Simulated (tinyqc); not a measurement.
## Conductivities from two wire lengths

Question. A wire with uniform heating p0 per length and ends at the substrate temperature has theta(L/2) = (p0/g)[1 - 1/cosh(L/(2 LH))], LH = sqrt(kap A/g). Find LH, g and kap.

Values chosen for this exercise:
```
symbol  value   unit             meaning
A         150   nm^2       cross-section
p0      0.026  uW/nm  heating per length
```

theta at the middle for L = 540 and 1080 nm (K): [36.921957, 76.686809]

Solution. With c = cosh(L1/(2 LH)) the longer wire has 2 c^2 - 1. The ratio of the two rises falls steadily from 4 to 1 as c grows, so it fixes c; g and kap follow.

LH = 268 nm
g = 0.250 W/(m K)
kap = 120 W/(m K)

Computed by the program tinyqc: `OMP_NUM_THREADS=1 python tinyqc.py 2520143 2520144 out.jsonl`, one thread of a shared Intel Xeon 2.30GHz, about 0.01 s for the whole run.
